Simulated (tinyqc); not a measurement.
Schottky barrier with interface states (Cowley-Sze model), image lowering and contact resistance. From contact resistivity rho_c back to donor density N. Computed by tinyqc, a small Python program. Command: `OMP_NUM_THREADS=1 python tinyqc.py 3022067 3022068 out.jsonl pinning inv`. One thread of a shared host (Intel(R) Xeon(R) Processor @ 2.30GHz), about 0.02 s of CPU time with the checks.

An n-type semiconductor under a metal. The barrier lies between the Schottky-Mott limit phi_M - chi and the Bardeen limit E_g - E_n, E_n being the neutrality level of the interface states; the space-charge term of the full Cowley-Sze expression is left out.

Inputs (values chosen for the exercise, with gap, mass and screening modelled on silicon): gap E_g = 1.13 eV; electron affinity chi = 3.95 eV; metal work function phi_M = 4.3 eV; neutrality level E_n above the valence band = 0.652 eV; optical dielectric constant eps_opt = 11.6; dielectric constant eps_s = 11.6; electron mass m_e = 0.322 m_0; valleys M_c = 6; temperature T = 350 K.

Pinning factor from: Moench relation.

Constants: k_B = 8.617333262e-05 eV/K; hbar = 1.054571817e-34 J s; m_0 = 9.1093837015e-31 kg; eps_0 = 8.8541878128e-12 F/m; e = 1.602176634e-19 C; k_B = 1.380649e-23 J/K; h = 6.62607015e-34 J s.

Method:
- S = 1/(1 + 0.1 (eps_opt - 1)^2), an empirical relation for metal-induced gap states.
- phi_B = S (phi_M - chi) + (1 - S)(E_g - E_n); the hole barrier is E_g - phi_B.
- A* = 4 pi e m_e M_c k_B^2/h^3 (a simple valley count); J_s = A* T^2 exp(-phi/k_B T).
- E_00 = (e hbar/2) sqrt(N/(m_e eps_s eps_0)), E_0 = E_00 coth(E_00/k_B T); scaling form of the contact resistivity rho_c = (k_B/(e A* T)) exp(phi_B/E_0), which is the thermionic result when E_00 << k_B T and keeps only the leading exponential of tunnelling when E_00 >> k_B T; image lowering is left out of it.

Problem. A run gave the result below. Find the donor density N, known to lie between 6.2e+15 and 1.6e+16 cm^-3.

contact resistivity rho_c = 0.005696837 ohm cm^2

Solution.

Each step takes the trial c = (a f_b - b f_a)/(f_b - f_a), f being the result less the target and a, b, c the logarithms of the listed values; c replaces end b, the old b replaces a if the sign of f changed, and otherwise f_a is halved.

Scan of the range:
```
donor density N (cm^-3)  contact resistivity rho_c (ohm cm^2)
6.20e+15                                           0.00570617
7.26e+15                                           0.00570301
8.50e+15                                           0.00569930
9.96e+15                                           0.00569495
1.17e+16                                           0.00568976
1.37e+16                                           0.00568380
1.60e+16                                           0.00567696
```

False position (Illinois rule, in the logarithm of the input) inside the bracket:
```
step        end a        end b        trial  contact resistivity rho_c (ohm cm^2)
1     8.50000e+15  9.96000e+15  9.29772e+15                            0.00569692
2     9.96000e+15  9.29772e+15  9.32515e+15                            0.00569684
3     9.96000e+15  9.32515e+15  9.32693e+15                            0.00569683
4     9.32515e+15  9.32693e+15  9.32607e+15                            0.00569684
```

Contact resistivity rho_c falls at every point of a 13-point scan of the range (every second point is shown), so one value fits; it is bracketed by 8.50e15 and 9.96e15. Answer: donor density N = 9.326e15 cm^-3.
